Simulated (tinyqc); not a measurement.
Inside a calculation. Method: UKS/BP86 in the 6-31g basis, for H2-, spin multiplicity 2. The basis has no diffuse functions, so it cannot describe the extra electron: this is an exercise in the method, not the real anion. Computed by tinyqc, a small Python program that keeps every step (integrals from PySCF). Settings: charge = -1, multiplicity = 2, basis = 6-31g, energy threshold = 1e-10, iteration cap = 72, orthogonalisation = symmetric, start = random, DIIS depth = 6, DIIS from iteration = 3, method = UKS, functional = b88,p86, grid = [20, 14]. Command: `OMP_NUM_THREADS=1 python tinyqc.py 24694 24695 out.jsonl` (the two numbers bound the seeds that draw the settings). One thread of a shared host (Intel(R) Xeon(R) Processor @ 2.60GHz), about 1 s of CPU time with the checks. Later iterations appear only in the table of the cycle.

## One-electron integrals

Geometry (angstrom):

| atom | x | y | z |
|---|---|---|---|
| H | 0.000000 | 0.000000 | 0.000000 |
| H | 0.000000 | 0.000000 | 1.076000 |

Basis 6-31g: exponents (1/bohr^2) and contraction coefficients of normalised primitives:

| element | l (shell) | exponent | coefficient |
|---|---|---|---|
| H | s (1) | 18.731137 | 0.033495 |
| H | s (1) | 2.825394 | 0.234727 |
| H | s (1) | 0.640122 | 0.813757 |
| H | s (2) | 0.161278 | 1.000000 |

Overlap, kinetic and nuclear-attraction integrals over the contracted functions; the nuclear repulsion is the sum of Za Zb / Rab.

nuclear repulsion = 0.49180038 hartree

overlap S, lower triangle:
```
          1H 1s     1H 2s     2H 1s     2H 2s
1H 1s  1.000000
1H 2s  0.658292  1.000000
2H 1s  0.207571  0.382360  1.000000
2H 2s  0.382360  0.716483  0.658292  1.000000
```

kinetic energy T (hartree), lower triangle:
```
           1H 1s     1H 2s     2H 1s     2H 2s
1H 1s   1.395678
1H 2s   0.259735  0.241917
2H 1s  -0.003944  0.095933  1.395678
2H 2s   0.095933  0.134804  0.259735  0.241917
```

nuclear attraction V (hartree), lower triangle:
```
           1H 1s      1H 2s      2H 1s      2H 2s
1H 1s  -2.144660
1H 2s  -1.063173  -1.082274
2H 1s  -0.388636  -0.634669  -2.144660
2H 2s  -0.634669  -0.825709  -1.063173  -1.082274
```

core Hamiltonian H = T + V (hartree), lower triangle:
```
           1H 1s      1H 2s      2H 1s      2H 2s
1H 1s  -0.748982
1H 2s  -0.803438  -0.840357
2H 1s  -0.392580  -0.538736  -0.748982
2H 2s  -0.538736  -0.690905  -0.803438  -0.840357
```

## Two-electron integrals

Functions are numbered as in S; the eight-fold symmetry (ij|kl) = (ji|kl) = (kl|ij) leaves the list below.

Two-electron integrals (ij|kl) in chemists' order, unique and non-zero (hartree):
```
(11|11) 1.076566   (21|11) 0.578470   (21|21) 0.329423   (22|11) 0.587396
(22|21) 0.361304   (22|22) 0.453150   (31|11) 0.163160   (31|21) 0.095794
(31|22) 0.109659   (31|31) 0.039809   (32|11) 0.212188   (32|21) 0.133055
(32|22) 0.171574   (32|31) 0.060859   (32|32) 0.110048   (33|11) 0.486113
(33|21) 0.313463   (33|22) 0.425430   (33|31) 0.163160   (33|32) 0.325683
(33|33) 1.076566   (41|11) 0.325683   (41|21) 0.186803   (41|22) 0.207225
(41|31) 0.060859   (41|32) 0.087126   (41|33) 0.212188   (41|41) 0.110048
(42|11) 0.384545   (42|21) 0.239149   (42|22) 0.307501   (42|31) 0.085543
(42|32) 0.145220   (42|33) 0.384545   (42|41) 0.145220   (42|42) 0.232624
(43|11) 0.313463   (43|21) 0.200651   (43|22) 0.271131   (43|31) 0.095794
(43|32) 0.186803   (43|33) 0.578470   (43|41) 0.133055   (43|42) 0.239149
(43|43) 0.329423   (44|11) 0.425430   (44|21) 0.271131   (44|22) 0.369753
(44|31) 0.109659   (44|32) 0.207225   (44|33) 0.587396   (44|41) 0.171574
(44|42) 0.307501   (44|43) 0.361304   (44|44) 0.453150
```

## Orthogonalisation

S = U s U^T; symmetric (Loewdin) form X = U s^(-1/2) U^T, so that X^T S X = 1.

eigenvalues of S: 0.162625  0.390717  0.913322  2.533336

X, lower triangle:
```
           1H 1s      1H 2s      2H 1s     2H 2s
1H 1s   1.253315
1H 2s  -0.499362   1.623791
2H 1s  -0.023891   0.027498   1.253315
2H 2s   0.027498  -0.625123  -0.499362  1.623791
```

## Starting guess

The start is random orthonormal orbitals; D(s) = C_occ C_occ^T for each spin.

D(alpha) at the start, lower triangle:
```
           1H 1s      1H 2s      2H 1s     2H 2s
1H 1s   1.157934
1H 2s  -1.661001   3.169603
2H 1s  -0.709659   0.278209   1.130309
2H 2s   1.175347  -2.030260  -0.396705  1.343636
```

D(beta) at the start, lower triangle:
```
           1H 1s      1H 2s      2H 1s     2H 2s
1H 1s   1.101881
1H 2s  -1.785479   2.893177
2H 1s  -0.482713   0.782185   0.211467
2H 2s   1.208082  -1.957567  -0.529238  1.324519
```

## Iteration 1: exchange-correlation on the grid

Becke grid with 20 radial and 14 angular points per atom, points of zero weight dropped. rho = sum D_ij phi_i phi_j; V_xc,ij = sum w v_xc phi_i phi_j plus the gradient terms; v_xc is d(rho eps)/d rho(s) for spin s at fixed gradient.

The 12 grid points with the largest w rho, of 546 (bohr, atomic units):

| x | y | z | w | rho(alpha) | rho(beta) | eps_xc | v_xc(alpha) |
|---|---|---|---|---|---|---|---|
| 0.000000 | 0.000000 | -2.577743 | 3.289584 | 0.009696 | 0.008591 | -0.245452 | -0.301710 |
| -1.488261 | 1.488261 | -1.488261 | 3.700461 | 0.008382 | 0.007333 | -0.234742 | -0.288262 |
| 1.488261 | -1.488261 | -1.488261 | 3.700461 | 0.008382 | 0.007333 | -0.234742 | -0.288262 |
| 1.488261 | 1.488261 | -1.488261 | 3.700461 | 0.008382 | 0.007333 | -0.234742 | -0.288262 |
| -1.488261 | -1.488261 | -1.488261 | 3.700461 | 0.008382 | 0.007333 | -0.234742 | -0.288262 |
| 0.000000 | 0.000000 | -2.040679 | 1.699642 | 0.015656 | 0.012759 | -0.271157 | -0.356166 |
| 1.178187 | -1.178187 | -1.178187 | 1.912025 | 0.013168 | 0.010419 | -0.256786 | -0.337198 |
| -1.178187 | 1.178187 | -1.178187 | 1.912025 | 0.013168 | 0.010419 | -0.256786 | -0.337198 |
| 1.178187 | 1.178187 | -1.178187 | 1.912025 | 0.013168 | 0.010419 | -0.256786 | -0.337198 |
| -1.178187 | -1.178187 | -1.178187 | 1.912025 | 0.013168 | 0.010419 | -0.256786 | -0.337198 |
| 0.000000 | 0.000000 | -3.232795 | 6.354450 | 0.003251 | 0.002944 | -0.193946 | -0.204076 |
| -1.866455 | -1.866455 | -1.866455 | 7.147531 | 0.002873 | 0.002581 | -0.187464 | -0.195985 |

electrons on the grid, sum of w rho = 3.017640

E_xc = sum of w rho eps_xc = -1.13909267 hartree

V_xc(alpha) (hartree), lower triangle:
```
           1H 1s      1H 2s      2H 1s      2H 2s
1H 1s  -0.549513
1H 2s  -0.265043  -0.287261
2H 1s  -0.084562  -0.159948  -0.635296
2H 2s  -0.145232  -0.190553  -0.296147  -0.262622
```

V_xc(beta) (hartree), lower triangle:
```
           1H 1s      1H 2s      2H 1s      2H 2s
1H 1s  -0.499726
1H 2s  -0.231829  -0.251959
2H 1s  -0.065904  -0.105627  -0.392266
2H 2s  -0.125515  -0.155760  -0.185872  -0.204645
```

## Iteration 1: building the Kohn-Sham matrix

J_ij = sum D_kl (ij|kl) with D = D(alpha) + D(beta); F = H + J + V_xc; E = tr D H + tr D J / 2 + E_xc + E_nn.

Coulomb J (hartree), lower triangle:
```
          1H 1s     1H 2s     2H 1s     2H 2s
1H 1s  1.759988
1H 2s  1.036305  1.277242
2H 1s  0.349338  0.591892  1.703722
2H 2s  0.606809  0.919319  0.993844  1.205680
```

F(alpha) (hartree), lower triangle:
```
           1H 1s      1H 2s      2H 1s     2H 2s
1H 1s   0.461493
1H 2s  -0.032176   0.149624
2H 1s  -0.127803  -0.106793   0.319443
2H 2s  -0.077160   0.037860  -0.105741  0.102702
```

F(beta) (hartree), lower triangle:
```
           1H 1s      1H 2s     2H 1s     2H 2s
1H 1s   0.511279
1H 2s   0.001038   0.184926
2H 1s  -0.109146  -0.052472  0.562474
2H 2s  -0.057442   0.072653  0.004535  0.160678
```

total energy of this density = 1.19138696 hartree

## Iteration 1: diagonalisation and new density

Diagonalise F' = X^T F X, C = X C', fill 2 alpha and 1 beta electrons from the bottom; D(s) = C_occ C_occ^T. Each column has its largest component positive (the first on a tie).

F' = X^T F X (alpha) (hartree), lower triangle:
```
           1          2          3         4
1   0.801645
2  -0.412591   0.474722
3  -0.109355  -0.047846   0.657579
4  -0.034379  -0.081086  -0.431377  0.434942
```

orbital energies (alpha) (hartree): MO1 0.008553, MO2 0.285012, MO3 0.962036, MO4 1.113286

coefficients C (alpha):
```
            MO1        MO2        MO3        MO4
1H 1s  0.199490   0.211803   0.552285  -1.196584
1H 2s  0.200794   1.176268  -0.263150   1.335822
2H 1s  0.331528  -0.167609   1.137739   0.623727
2H 2s  0.494919  -1.019810  -1.064991  -0.926515
```

F' = X^T F X (beta) (hartree), lower triangle:
```
           1          2          3         4
1   0.847698
2  -0.401216   0.491415
3  -0.121112  -0.033558   0.917909
4  -0.034427  -0.079896  -0.409747  0.446793
```

orbital energies (beta) (hartree): MO1 0.097144, MO2 0.340601, MO3 1.050152, MO4 1.215916

coefficients C (beta):
```
            MO1        MO2        MO3        MO4
1H 1s  0.217376  -0.155966   1.032272   0.827239
1H 2s  0.327888  -1.197450  -0.856941  -1.000923
2H 1s  0.184947   0.080551   0.764903  -1.093489
2H 2s  0.480830   1.204938  -0.468353   1.172675
```

D(alpha) after iteration 1, lower triangle:
```
           1H 1s      1H 2s     2H 1s     2H 2s
1H 1s   0.084657
1H 2s   0.289194   1.423924
2H 1s   0.030636  -0.130585  0.138004
2H 2s  -0.117268  -1.100193  0.335010  1.284958
```

D(beta) after iteration 1, lower triangle:
```
          1H 1s     1H 2s     2H 1s     2H 2s
1H 1s  0.047253
1H 2s  0.071275  0.107511
2H 1s  0.040203  0.060642  0.034205
2H 2s  0.104521  0.157658  0.088928  0.231198
```

## Iteration 2: exchange-correlation on the grid

As before.

The 12 grid points with the largest w rho, of 546 (bohr, atomic units):

| x | y | z | w | rho(alpha) | rho(beta) | eps_xc | v_xc(alpha) |
|---|---|---|---|---|---|---|---|
| -0.921978 | -0.921978 | 2.955323 | 0.968574 | 0.018024 | 0.007060 | -0.279353 | -0.352201 |
| -0.921978 | 0.921978 | 2.955323 | 0.968574 | 0.018024 | 0.007060 | -0.279353 | -0.352201 |
| 0.921978 | 0.921978 | 2.955323 | 0.968574 | 0.018024 | 0.007060 | -0.279353 | -0.352201 |
| 0.921978 | -0.921978 | 2.955323 | 0.968574 | 0.018024 | 0.007060 | -0.279353 | -0.352201 |
| 1.178187 | 1.178187 | 3.211532 | 1.912025 | 0.008983 | 0.003262 | -0.230381 | -0.279341 |
| -1.178187 | -1.178187 | 3.211532 | 1.912025 | 0.008983 | 0.003262 | -0.230381 | -0.279341 |
| 1.178187 | -1.178187 | 3.211532 | 1.912025 | 0.008983 | 0.003262 | -0.230381 | -0.279341 |
| -1.178187 | 1.178187 | 3.211532 | 1.912025 | 0.008983 | 0.003262 | -0.230381 | -0.279341 |
| -0.921978 | 0.921978 | -0.921978 | 0.968574 | 0.018698 | 0.005390 | -0.279439 | -0.355125 |
| 0.921978 | -0.921978 | -0.921978 | 0.968574 | 0.018698 | 0.005390 | -0.279439 | -0.355125 |
| -0.921978 | -0.921978 | -0.921978 | 0.968574 | 0.018698 | 0.005390 | -0.279439 | -0.355125 |
| 0.921978 | 0.921978 | -0.921978 | 0.968574 | 0.018698 | 0.005390 | -0.279439 | -0.355125 |

electrons on the grid, sum of w rho = 3.017784

E_xc = sum of w rho eps_xc = -0.92003669 hartree

V_xc(alpha) (hartree), lower triangle:
```
           1H 1s      1H 2s      2H 1s      2H 2s
1H 1s  -0.546271
1H 2s  -0.309739  -0.343810
2H 1s  -0.104331  -0.183889  -0.568939
2H 2s  -0.180297  -0.253424  -0.317124  -0.344336
```

V_xc(beta) (hartree), lower triangle:
```
           1H 1s      1H 2s      2H 1s      2H 2s
1H 1s  -0.488998
1H 2s  -0.276822  -0.304866
2H 1s  -0.099835  -0.168694  -0.492398
2H 2s  -0.167323  -0.234513  -0.281013  -0.311279
```

## Iteration 2: building the Kohn-Sham matrix

As before.

Coulomb J (hartree), lower triangle:
```
          1H 1s     1H 2s     2H 1s     2H 2s
1H 1s  1.713354
1H 2s  1.041681  1.302274
2H 1s  0.368418  0.632582  1.755331
2H 2s  0.624352  0.978856  1.061181  1.314895
```

F(alpha) (hartree), lower triangle:
```
           1H 1s      1H 2s      2H 1s     2H 2s
1H 1s   0.418101
1H 2s  -0.071496   0.118107
2H 1s  -0.128492  -0.090043   0.437410
2H 2s  -0.094682   0.034527  -0.059381  0.130202
```

F(beta) (hartree), lower triangle:
```
           1H 1s      1H 2s      2H 1s     2H 2s
1H 1s   0.475374
1H 2s  -0.038578   0.157050
2H 1s  -0.123996  -0.074849   0.513951
2H 2s  -0.081707   0.053438  -0.023269  0.163259
```

total energy of this density = -1.00687338 hartree

## Iteration 2: diagonalisation and new density

As before.

F' = X^T F X (alpha) (hartree), lower triangle:
```
           1          2          3         4
1   0.774195
2  -0.437659   0.451149
3  -0.112638  -0.039354   0.792581
4  -0.042220  -0.085144  -0.435298  0.466366
```

orbital energies (alpha) (hartree): MO1 0.022004, MO2 0.287185, MO3 1.021612, MO4 1.153490

coefficients C (alpha):
```
            MO1        MO2        MO3        MO4
1H 1s  0.255251  -0.169884   0.951144   0.907083
1H 2s  0.406450  -1.118055  -0.752038  -1.138764
2H 1s  0.237659   0.188738   0.841698  -1.010410
2H 2s  0.334982   1.142176  -0.620514   1.214815
```

F' = X^T F X (beta) (hartree), lower triangle:
```
           1          2          3         4
1   0.833157
2  -0.434119   0.497406
3  -0.120284  -0.038605   0.876441
4  -0.041885  -0.100384  -0.433539  0.500309
```

orbital energies (beta) (hartree): MO1 0.063194, MO2 0.351159, MO3 1.068078, MO4 1.224881

coefficients C (beta):
```
            MO1        MO2        MO3        MO4
1H 1s  0.243582  -0.169185   0.989162   0.868960
1H 2s  0.403341  -1.128792  -0.800749  -1.095234
2H 1s  0.215114   0.163615   0.806934  -1.047522
2H 2s  0.364273   1.163347  -0.553627   1.218613
```

D(alpha) after iteration 2, lower triangle:
```
           1H 1s      1H 2s     2H 1s     2H 2s
1H 1s   0.094014
1H 2s   0.293686   1.415248
2H 1s   0.028599  -0.114423  0.092104
2H 2s  -0.108532  -1.140862  0.295184  1.416779
```

D(beta) after iteration 2, lower triangle:
```
          1H 1s     1H 2s     2H 1s     2H 2s
1H 1s  0.059332
1H 2s  0.098247  0.162684
2H 1s  0.052398  0.086764  0.046274
2H 2s  0.088730  0.146926  0.078360  0.132695
```

## Iteration 8 (converged): orbitals

converged F(alpha) (hartree), lower triangle:
```
           1H 1s      1H 2s      2H 1s     2H 2s
1H 1s   0.431373
1H 2s  -0.065006   0.122235
2H 1s  -0.128141  -0.092144   0.431373
2H 2s  -0.092144   0.033124  -0.065006  0.122235
```

converged F(beta) (hartree), lower triangle:
```
           1H 1s      1H 2s      2H 1s     2H 2s
1H 1s   0.482824
1H 2s  -0.035247   0.159112
2H 1s  -0.125707  -0.080760   0.482823
2H 2s  -0.080760   0.052489  -0.035247  0.159112
```

As before.

F' = X^T F X (alpha) (hartree), lower triangle:
```
           1          2          3         4
1   0.788089
2  -0.436831   0.456130
3  -0.112835  -0.040227   0.788088
4  -0.040227  -0.085559  -0.436831  0.456130
```

orbital energies (alpha) (hartree): MO1 0.022120, MO2 0.285925, MO3 1.023704, MO4 1.156688

coefficients C (alpha):
```
            MO1        MO2        MO3        MO4
1H 1s  0.243321   0.176370   0.898811  -0.960893
1H 2s  0.373445   1.134520  -0.685954   1.174931
2H 1s  0.243321  -0.176370   0.898814   0.960890
2H 2s  0.373446  -1.134520  -0.685957  -1.174930
```

F' = X^T F X (beta) (hartree), lower triangle:
```
           1          2          3         4
1   0.841250
2  -0.433803   0.500103
3  -0.119765  -0.041343   0.841250
4  -0.041343  -0.100219  -0.433803  0.500103
```

orbital energies (beta) (hartree): MO1 0.059067, MO2 0.348754, MO3 1.062303, MO4 1.212582

coefficients C (beta):
```
            MO1        MO2        MO3        MO4
1H 1s  0.235571   0.173729   0.900874  -0.961373
1H 2s  0.379339   1.137745  -0.682713   1.171808
2H 1s  0.235571  -0.173728   0.900876   0.961372
2H 2s  0.379340  -1.137744  -0.682714  -1.171808
```

D(alpha) after iteration 8, lower triangle:
```
           1H 1s      1H 2s     2H 1s     2H 2s
1H 1s   0.090312
1H 2s   0.290962   1.426597
2H 1s   0.028099  -0.109228  0.090312
2H 2s  -0.109228  -1.147674  0.290963  1.426596
```

D(beta) after iteration 8, lower triangle:
```
          1H 1s     1H 2s     2H 1s     2H 2s
1H 1s  0.055494
1H 2s  0.089361  0.143898
2H 1s  0.055494  0.089361  0.055494
2H 2s  0.089361  0.143899  0.089361  0.143899
```

## Convergence

Stop when the energy changes by less than 1e-10 hartree and every element of the error matrix X^T (F D S - S D F) X (for each spin) is below 3e-06.

Course of the cycle:

| iteration | E (hartree) | change | largest element of the error matrix |
|---|---|---|---|
| 1 | 1.19138696 | - | 2.62e-01 |
| 2 | -1.00687338 | -2.20e+00 | 4.90e-02 |
| 3 | -1.01158316 | -4.71e-03 | 1.07e-02 |
| 4 | -1.01199042 | -4.07e-04 | 5.60e-03 |
| 5 | -1.01210266 | -1.12e-04 | 4.80e-04 |
| 6 | -1.01210376 | -1.10e-06 | 2.27e-05 |
| 7 | -1.01210377 | -7.42e-10 | 1.75e-06 |
| 8 | -1.01210377 | -9.16e-12 | 3.00e-07 |

PySCF UKS in the same basis, fine grid, after a stability check = -1.00812909 hartree

Converged in 8 iterations. The coarse grid moves the energy by -3.97e-03 hartree.

## Populations, bond orders and dipole

Mulliken: Z minus the diagonal of D S on the atom; Loewdin: the same with S^(1/2) D S^(1/2); Mayer order: 2 sum_s sum (D(s) S)_ij (D(s) S)_ji over the two atoms.

Charges (e):

| atom | Mulliken | Loewdin | Mulliken spin |
|---|---|---|---|
| 1H | -0.500000 | -0.500000 | 0.500000 |
| 2H | -0.500000 | -0.500000 | 0.500000 |

Mayer bond orders:

| pair | order |
|---|---|
| 2-1 | 0.372048 |

dipole moment about the origin, x y z (debye): 0.000000  0.000000  -2.584126

<S^2> of the determinant (pure state: 0.75) = 0.750074
